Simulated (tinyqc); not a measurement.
Electromigration in a confined line: Blech product, Korhonen stress evolution and Black's law: one step, computed by the program tinyqc. Command: `OMP_NUM_THREADS=1 python tinyqc.py 3001609 3001610 out.jsonl emigr walk`. One thread of a shared host (Intel(R) Xeon(R) Processor @ 2.30GHz), about 0.02 s of CPU time with the checks.

The electron wind pushes atoms from the cathode (x = 0) to the anode (x = L); blocking ends build a back stress (tension positive). The input rho is taken not to change with temperature. d sigma/dt = d/dx [kappa (d sigma/dx + G)], with zero flux at both ends and sigma = sigma_0 at t = 0.

Question. Extrapolation by Black's law. Median life t50 = A j^(-n) exp(E/(k_B T)); acceleration factor = t50(use)/t50(test) = (j/j_u)^n exp[(E/k_B)(1/T_u - 1/T)]. Temperatures in kelvin are T(C) + 273.15.

Inputs (values chosen for the exercise, close to those used for copper lines):
```
quantity                 value     unit
activation energy E      0.879       eV
current density j         0.96  MA/cm^2
test temperature T         340        C
use temperature T_u        110        C
use current density j_u    1.7  MA/cm^2
current exponent n           2        -
```

Start: thermal stress.

Constants: k_B = 8.617333262e-05 eV/K.

Give: current factor; temperature factor; acceleration factor.

Answer.

current factor = 0.3189

temperature factor = 21729

acceleration factor = 6929
